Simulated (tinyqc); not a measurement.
Gain against electron density: polytypes and stacking faults of a tetrahedral semiconductor in an axial Ising model with couplings up to third neighbours. Computed by tinyqc, a small Python program. Command: `OMP_NUM_THREADS=1 python tinyqc.py 3010608 3010609 out.jsonl polytype walk`. One thread of a shared host (Intel(R) Xeon(R) Processor @ 2.30GHz), about 0.01 s of CPU time with the checks.

Each double layer has s = +1 or -1 for the sense of its stacking step; E per pair of atoms = E0 - sum_n J_n <s_i s_(i+n)>, n = 1, 2, 3. Hexagonality h = (1 - <s_i s_(i+1)>)/2.

Inputs (values chosen for the exercise, for a model crystal):

| quantity | value | unit |
|---|---|---|
| J1 | 11 | meV/pair |
| J2 | -0.335 | meV/pair |
| J3 | -0.39 | meV/pair |
| basal lattice constant a | 3.84 | angstrom |
| binding energy of the fault level E_b | 0.12 | eV |
| in-plane mass m | 0.37 | m0 |
| effective density of states N_c at 300 K | 3.6e+19 | 1/cm^3 |
| temperature T | 500 | K |

Host polytype: 3C.

Constants: 1 eV/angstrom^2 = 16.02176634 J/m^2; m_0 = 9.1093837015e-31 kg; hbar = 1.054571817e-34 J s; k_B = 1.380649e-23 J/K; k_B = 8.617333262e-05 eV/K.

Method. Faults in 3C: the sequences intrinsic (-), extrinsic (--), twin boundary (+ turns to -) are put between perfect repeats; k_n = (layers x C_n of the host) - sum_i s_i s_(i+n). gamma = sum k_n J_n/A, A = (sqrt 3/2) a^2; 1 meV/angstrom^2 = 16.02177 mJ/m^2. The fault binds electrons in a two-dimensional band E_b below the conduction edge, g2 = m m0/(pi hbar^2) for one valley. With the Fermi level held by the bulk, eta = ln[n/N_c(T)], N_c(T) = N_c (T/300)^1.5, the grand potential falls by g2 (k_B T)^2 F1(x), x = eta + E_b/(k_B T), F1(x) = integral from 0 to infinity of ln(1 + exp(x - t)) dt; sheet density g2 k_B T ln(1 + e^x). Band bending by the trapped charge is left out, so the gain is an upper bound.

fault coefficients k_n:
```
               J1  J2  J3
intrinsic       4   4   4
extrinsic       4   8   8
twin boundary   2   4   6
```

energy of the glide fault, intrinsic = 51.5655 mJ/m^2

At T:

| n (1/cm^3) | x | sheet density (1/cm^2) | gain (mJ/m^2) | gain/gamma | gain/gamma at T + 200 K |
|---|---|---|---|---|---|
| 1.00e+14 | -10.775 | 1.3929e+08 | 9.6153e-06 | 1.8647e-07 | 9.9560e-08 |
| 1.00e+15 | -8.472 | 1.3927e+09 | 9.6149e-05 | 1.8646e-06 | 9.9559e-07 |
| 1.00e+16 | -6.170 | 1.3914e+10 | 9.6104e-04 | 1.8637e-05 | 9.9546e-06 |
| 1.00e+17 | -3.867 | 1.3785e+11 | 9.5656e-03 | 1.8550e-04 | 9.9419e-05 |
| 1.00e+18 | -1.565 | 1.2648e+12 | 9.1545e-02 | 1.7753e-03 | 9.8177e-04 |
| 5.00e+18 | 0.045 | 4.7667e+12 | 3.9260e-01 | 7.6137e-03 | 4.6623e-03 |
| 2.00e+19 | 1.431 | 1.0958e+13 | 1.1230e+00 | 2.1778e-02 | 1.6030e-02 |

What follows from these numbers?

For x well below 0 the gain is k_B T times the sheet density and linear in n; for x well above 0 the well fills and the gain grows only about as x^2. It stays below the fault energy in all rows; 200 K more changes it by a factor 0.53 at 1e16.
